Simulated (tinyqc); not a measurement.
Two-sublattice mean-field magnet: ferrimagnet, compensation points and susceptibility: one step, computed by the program tinyqc. Command: `OMP_NUM_THREADS=1 python tinyqc.py 3009953 3009954 out.jsonl ferri walk`. One thread of a shared host (Intel(R) Xeon(R) Processor @ 2.30GHz), about 0.01 s of CPU time with the checks.

A random alloy A(1-x)B(x) with H = -sum over pairs J S_i.S_j. a = <S_A> and b = <S_B> are taken along z, a > 0. Exchange fields: h_A = (1 - x) zJ_AA a + x zJ_AB b, h_B = (1 - x) zJ_AB a + x zJ_BB b; a = S_A B_(S_A)(S_A h_A/(k_B T)) and likewise for b, with the Brillouin function B_S(y) = [(2S + 1)/(2S)] coth[(2S + 1) y/(2S)] - [1/(2S)] coth[y/(2S)].

Problem. Ordering temperature. Linearised, T (a, b) = M (a, b) with M_ij = S_i (S_i + 1) c_j zJ_ij/(3 k_B), c_A = 1 - x, c_B = x. T_c is the larger eigenvalue, and its eigenvector gives b/a at onset, (T_c - M_AA)/M_AB.

Inputs (values chosen for the exercise, for a model ferrimagnet):

| quantity | value | unit |
|---|---|---|
| spin S_A | 1.5 | - |
| spin S_B | 3.5 | - |
| fraction x of B sites | 0.14 | - |
| z J_AA | 20.8 | meV |
| z J_BB | 0.92 | meV |
| z J_AB | -7.6 | meV |
| T over T_c | 0.22 | - |

Constants: k_B = 8.617333262e-05 eV/K.

Give: M; eigenvalues; T_c; b/a at onset; T.

Solution.

M (K):
```
        A      B
A   259.5  -15.4
B  -398.2    7.8
```

eigenvalues (K): -14.6  281.9

T_c = 281.9 K

b/a at onset = -1.453

T = 62.02 K

The antiferromagnetic A-B coupling raises T_c by 22 K over that of A alone.
